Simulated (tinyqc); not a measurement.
Worked calculation: tight binding, honeycomb lattice. Computed by tinyqc, a small Python program that keeps every step. Settings: t1 = 1.31, t2 = 0.12, phi = 0, delta = 0.87, points = 5. Command: `OMP_NUM_THREADS=1 python tinyqc.py 31667 31668 out.jsonl` (the two numbers bound the seeds that draw the settings). One thread of a shared host (Intel(R) Xeon(R) Processor @ 2.60GHz), about 0.01 s of CPU time with the checks.

## Bloch Hamiltonian at k

Parameters chosen for this model:
```
parameter     value                        unit
t1         1.310000                 eV, nearest
t2         0.120000       eV, second neighbours
phi               0  rad, phase of t2 (Haldane)
delta      0.870000          eV, +/- on A and B
```

k point k (fractions of the reciprocal vectors): [-0.1200, 0.2400]

H_AB = -t1 (1 + exp(-i k.a1) + exp(-i k.a2)); H_AA = delta - 2 t2 sum cos(k.b + phi), H_BB = -delta - 2 t2 sum cos(k.b - phi), b = a1, a2 - a1, -a2.

H(k) at k (eV), order A, B:
```
[[0.8330, -2.3472+0.4107i],
 [-2.3472-0.4107i, -0.9070]]
```

## Levels at k

Diagonalise the Hermitian matrix.

eigenvalues (eV): [-2.5738, 2.4997]

weights |c|^2 of the basis functions, order A, B:
```
[[0.3285, 0.6715],
 [0.6715, 0.3285]]
```

## Bloch Hamiltonian at K

k point K (fractions of the reciprocal vectors): [0.3333, 0.6667]

As before.

H(k) at K (eV), order A, B:
```
[[1.2300, 0.0000],
 [0.0000, -0.5100]]
```

## Levels at K

As before.

eigenvalues (eV): [-0.5100, 1.2300]

weights |c|^2 of the basis functions, order A, B:
```
[[0.0000, 1.0000],
 [1.0000, 0.0000]]
```

## Bands along a path

The same steps at evenly spaced points between the labelled ones.

Bands along the path (eV):
```
k           band 1  band 2
G          -4.7451  3.3051
G-K 0.33   -3.8386  3.0199
G-K 0.67   -1.8256  2.1099
K          -0.5100  1.2300
K-M 0.33   -0.7888  1.4408
K-M 0.67   -1.1764  1.7108
M          -1.3326  1.8126
M-K' 0.33  -1.1764  1.7108
M-K' 0.67  -0.7888  1.4408
K'         -0.5100  1.2300
```

With 1 band(s) filled, the highest filled level on these points lies at K and the lowest empty one at K: a gap of 1.7400 eV, direct.

## Chern number of the lower band

On a 5 x 5 mesh, the phase of the product of overlaps around each plaquette (k1 then k2); the sum over 2 pi is an integer.

plaquette phases (rad):
```
[[0.0000, -0.0596, -0.1494, 0.0901, 0.0328],
 [0.0596, 0.0000, -0.4407, -0.4613, 0.0901],
 [0.1494, 0.4407, 0.0000, -0.4407, -0.1494],
 [-0.0901, 0.4613, 0.4407, 0.0000, -0.0596],
 [-0.0328, -0.0901, 0.1494, 0.0596, 0.0000]]
```

Chern number = 0.0000
